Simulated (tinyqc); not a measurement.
Doping from two capacitances.

Inverse problem. An abrupt p-n junction obeys 1/C^2 = 2 (Vbi - V)/(q eps0 eps_r Ne), Ne = Na Nd/(Na + Nd), Vbi = Vt ln(Na Nd/ni^2), V the bias of the p side. Na is known to be the larger doping. Find Ne, Vbi, Na and Nd.

Values chosen for this exercise:
```
symbol,value,unit,meaning
T,300,K,temperature
eps_r,12.7,,relative permittivity
```

Constants: q = 1.602176634e-19 C, kB = 1.380649e-23 J/K, Vt = kB T/q, eps0 = 8.8541878128e-14 F/cm where lengths are in cm. Results are converted to the units shown.

C at V = -0.7 and -5.8 V (nF/cm^2): 10.739641  5.5568804
ni = 1.9021245e6 cm^-3

Answer. The slope of 1/C^2 against -V gives Ne and its intercept Vbi. Then Na Nd = ni^2 exp(Vbi/Vt) and Na + Nd = Na Nd/Ne, so both are roots of one quadratic.

Ne = 2.39e15 cm^-3
Vbi = 1.16 V
Na = 5.30e16 cm^-3
Nd = 2.50e15 cm^-3

Numbers from tinyqc (`OMP_NUM_THREADS=1 python tinyqc.py 2000040 2000041 out.jsonl`; about 0.02 s on one thread of a shared Intel Xeon 2.30GHz).
